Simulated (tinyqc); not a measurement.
MP2 on RHF in the sto-3g basis, frozen core, for BeH2, spin multiplicity 1, step by step. One step of it, computed by the program tinyqc.

Problem. Iteration 1: diagonalisation and new density. Diagonalise F' = X^T F X, C = X C', fill 3 alpha and 3 beta electrons from the bottom; D = 2 C_occ C_occ^T. Each column has its largest component positive (the first on a tie).

Fock matrix F (hartree), order 1Be 1s, 1Be 2s, 1Be 2px, 1Be 2py, 1Be 2pz, 2H 1s, 3H 1s:
$$\begin{pmatrix}
-4.113333 & -1.197257 & 0.000000 & 0.000000 & 0.003614 & -0.270811 & -0.270811 \\
-1.197257 & -0.544843 & 0.000000 & 0.000000 & -0.045326 & -0.330065 & -0.330065 \\
0.000000 & 0.000000 & 0.364506 & 0.000000 & 0.000000 & 0.000000 & 0.000000 \\
0.000000 & 0.000000 & 0.000000 & -0.174600 & 0.000000 & -0.275586 & 0.275586 \\
0.003614 & -0.045326 & 0.000000 & 0.000000 & 0.355839 & -0.030670 & -0.030670 \\
-0.270811 & -0.330065 & 0.000000 & -0.275586 & -0.030670 & -0.203303 & -0.030181 \\
-0.270811 & -0.330065 & 0.000000 & 0.275586 & -0.030670 & -0.030181 & -0.203303
\end{pmatrix}$$

X, order 1Be 1s, 1Be 2s, 1Be 2px, 1Be 2py, 1Be 2pz, 2H 1s, 3H 1s:
$$\begin{pmatrix}
0.000000 & -0.356769 & 0.874565 & 0.000000 & -0.354792 & 0.000000 & 0.253124 \\
0.000000 & 1.163774 & -0.106312 & 0.000000 & -0.062558 & 0.000000 & 0.523672 \\
0.000000 & 0.000000 & 0.000000 & 1.000000 & 0.000000 & 0.000000 & 0.000000 \\
1.301458 & 0.000000 & 0.000000 & 0.000000 & 0.000000 & 0.549267 & 0.000000 \\
0.000000 & 0.117939 & 0.394712 & 0.000000 & 0.913798 & 0.000000 & 0.049911 \\
-0.936258 & -0.742328 & -0.262141 & 0.000000 & 0.108812 & 0.381758 & 0.353627 \\
0.936258 & -0.742328 & -0.262141 & 0.000000 & 0.108812 & -0.381758 & 0.353627
\end{pmatrix}$$

Give: F' = X^T F X; orbital energies; coefficients C; D after iteration 1.

Solution.

F' = X^T F X (hartree):
$$\begin{pmatrix}
0.7440 & 0.0000 & 0.0000 & 0.0000 & 0.0000 & 0.0085 & 0.0000 \\
0.0000 & 0.3320 & 0.4623 & 0.0000 & -0.1815 & 0.0000 & 0.1845 \\
0.0000 & 0.4623 & -2.6758 & 0.0000 & 1.3496 & 0.0000 & -1.3786 \\
0.0000 & 0.0000 & 0.0000 & 0.3645 & 0.0000 & 0.0000 & 0.0000 \\
0.0000 & -0.1815 & 1.3496 & 0.0000 & -0.2400 & 0.0000 & 0.6160 \\
0.0085 & 0.0000 & 0.0000 & 0.0000 & 0.0000 & -0.3343 & 0.0000 \\
0.0000 & 0.1845 & -1.3786 & 0.0000 & 0.6160 & 0.0000 & -1.1338
\end{pmatrix}$$

orbital energies (hartree): MO1 -4.1180, MO2 -0.3589, MO3 -0.3344, MO4 0.3504, MO5 0.3645, MO6 0.4090, MO7 0.7440

coefficients C, order 1Be 1s, 1Be 2s, 1Be 2px, 1Be 2py, 1Be 2pz, 2H 1s, 3H 1s:
$$\begin{pmatrix}
0.9899 & -0.2260 & 0.0000 & 0.1174 & 0.0000 & -0.1932 & 0.0000 \\
0.0379 & 0.5961 & 0.0000 & -0.5449 & 0.0000 & 0.9951 & 0.0000 \\
0.0000 & 0.0000 & 0.0000 & 0.0000 & 1.0000 & 0.0000 & 0.0000 \\
0.0000 & 0.0000 & 0.5389 & 0.0000 & 0.0000 & 0.0000 & 1.3058 \\
-0.0002 & 0.0529 & 0.0000 & 0.8648 & 0.0000 & 0.5065 & 0.0000 \\
-0.0029 & 0.3799 & 0.3892 & 0.3116 & 0.0000 & -0.7178 & -0.9332 \\
-0.0029 & 0.3799 & -0.3892 & 0.3116 & 0.0000 & -0.7178 & 0.9332
\end{pmatrix}$$

D after iteration 1, order 1Be 1s, 1Be 2s, 1Be 2px, 1Be 2py, 1Be 2pz, 2H 1s, 3H 1s:
$$\begin{pmatrix}
2.0620 & -0.1944 & 0.0000 & 0.0000 & -0.0243 & -0.1776 & -0.1776 \\
-0.1944 & 0.7135 & 0.0000 & 0.0000 & 0.0631 & 0.4527 & 0.4527 \\
0.0000 & 0.0000 & 0.0000 & 0.0000 & 0.0000 & 0.0000 & 0.0000 \\
0.0000 & 0.0000 & 0.0000 & 0.5809 & 0.0000 & 0.4195 & -0.4195 \\
-0.0243 & 0.0631 & 0.0000 & 0.0000 & 0.0056 & 0.0402 & 0.0402 \\
-0.1776 & 0.4527 & 0.0000 & 0.4195 & 0.0402 & 0.5916 & -0.0142 \\
-0.1776 & 0.4527 & 0.0000 & -0.4195 & 0.0402 & -0.0142 & 0.5916
\end{pmatrix}$$
